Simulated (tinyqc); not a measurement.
Minority carriers and saturation current of a heavily doped emitter: approximations to the Fermi level.

n-type, parabolic bands, full ionisation. eta = (EF - Ec)/kB T solves N = Nc F12(eta), F12(x) = (2/sqrt(pi)) int_0^infinity sqrt(u)/(1 + exp(u - x)) du. The gap shrinks rigidly by dEg = a3 y^(1/3) + a4 y^(1/4) + a2 y^(1/2), y = N/1e18 cm^-3, an empirical law that is here taken as the true narrowing.

With u = N/Nc: Boltzmann ln u; Joyce-Dixon ln u + 0.353553 u - 4.95009e-3 u^2 + 1.48386e-4 u^3 - 4.42563e-6 u^4; degenerate limit (3 sqrt(pi) u/4)^(2/3). The Einstein ratio is D/(mu Vt) = F12/Fm, Fm(x) = dF12/dx = (1/sqrt(pi)) int_0^infinity u^(-1/2)/(1 + exp(u - x)) du.

Values chosen for this exercise:
```
symbol    value   unit                                     meaning
Nc      2.16e19  cm^-3  conduction-band density of states at 250 K
```

Approximations to the Fermi level:
```
N (cm^-3),N/Nc,eta,Boltzmann,Joyce-Dixon,degenerate,D/(mu Vt)
1.1e18,0.050926,-2.9594,-2.9774,-2.9594,0.16611,1.0180
2.6e18,0.12037,-2.0747,-2.1172,-2.0747,0.29474,1.0424
5.9e18,0.27315,-1.2015,-1.2977,-1.2015,0.50897,1.0958
1.4e19,0.64815,-0.20652,-0.43364,-0.20652,0.90547,1.2251
3.1e19,1.4352,0.85893,0.36129,0.85893,1.5383,1.4883
7e19,3.2407,2.2742,1.1758,2.2741,2.6476,2.0552
1.6e20,7.4074,4.3989,2.0025,4.3968,4.5941,3.2135
3.7e20,17.130,7.9287,2.8408,7.8094,8.0338,5.4302
8.3e20,38.426,13.707,3.6487,8.6956,13.767,9.2189
```

Boltzmann is within 0.1 of eta up to N/Nc = 0.27, Joyce-Dixon within 0.01 up to 7.4, and the degenerate limit is off by 0.060 in the last row. The Einstein ratio rises from 1.02 to 9.22: degenerate carriers diffuse faster for the same mobility.

Range of the model: Band tails, non-parabolic bands and incomplete ionisation are left out.

tinyqc, about 0.01 s, one thread, Intel Xeon 2.30GHz (shared host): `OMP_NUM_THREADS=1 python tinyqc.py 2330035 2330036 out.jsonl`
